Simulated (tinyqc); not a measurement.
Read current of a NAND string, cells in series solved by shooting: read current against the number of cells.

Cells in series, numbered from 0 at the source line (0 V) to the bit line, each followed by a gap resistance Rg. A cell with gate Vg, threshold VT, source Vs and drain Vd passes I = 2 nf K Vt^2 [F(Vs) - F(Vd)]/(1 + th max(Vg - VT, 0)), F(V) = ln^2(1 + exp((Vg - VT - nf V)/(2 nf Vt))). The selected cell has Vg = Vr, the others Vg = Vp.

For a trial current I start at 0 V and, cell by cell, solve for the drain: sqrt(F(Vd)) = sqrt(F(Vs) - I/k), k = 2 nf K Vt^2/(1 + th max(Vg - VT, 0)), Vd = [Vg - VT - 2 nf Vt ln(exp(sqrt F) - 1)]/nf, then add I Rg. The string current is the I for which the last node reaches Vbl. The apparent threshold is the Vr at which I = Is. Background: all other cells erased (VT = Ve) or all in the highest state (VT = Vh); ratio and shift are high over erased and high minus erased. The selected cell is in the middle, cell n/2.

Inputs (values chosen for the exercise); values of the order met in vertical NAND strings:
```
symbol  value    unit                                 meaning
T         300       K                             temperature
K         7.1  uA/V^2                   gain factor of a cell
nf          2                                    slope factor
th       0.15     1/V               mobility reduction factor
Rg        2.5    kohm     resistance of the gap between cells
Vbl       0.4       V                        bit-line voltage
Vp        7.9       V                            pass voltage
Ve         -2       V             threshold of an erased cell
Vh        3.4       V          threshold of the highest state
Vx        2.7       V          threshold of the selected cell
Is         50      nA                         sensing current
Vr       4.45       V  read voltage on the selected word line
```

Constants: q = 1.602176634e-19 C, kB = 1.380649e-23 J/K, Vt = kB T/q. Results are converted to the units shown.

Results:
```
n	I, others erased (uA)	I, others high (uA)	ratio	apparent VT, erased (V)	apparent VT, high (V)	background shift (mV)
8	0.9709	0.7195	0.7411	2.863	2.870	6.977
32	0.2954	0.2005	0.6787	2.909	2.938	28.41
64	0.1531	0.1021	0.6671	2.971	3.030	58.40
96	0.1033	0.06852	0.6632	3.034	3.129	95.68
128	0.07797	0.05155	0.6612	3.098	3.516	418.1
```

Estimate the missing row, n = 16.

Computed row:
```
n	I, others erased (uA)	I, others high (uA)	ratio	apparent VT, erased (V)	apparent VT, high (V)	background shift (mV)
16	0.5515	0.3865	0.7008	2.878	2.892	14.04
```

With this row back in the table: With erased neighbours the current falls from 0.971 to 0.0780 uA, as n^(-0.82) between the first two rows and n^(-0.98) between the last two (-1 once the series resistance rules). The ratio falls from 0.741 to 0.661 and the background shift rises from 6.98 to 418 mV.

Numbers from tinyqc (`OMP_NUM_THREADS=1 python tinyqc.py 2142079 2142080 out.jsonl`; about 0.5 s on one thread of a shared Intel Xeon 2.30GHz).
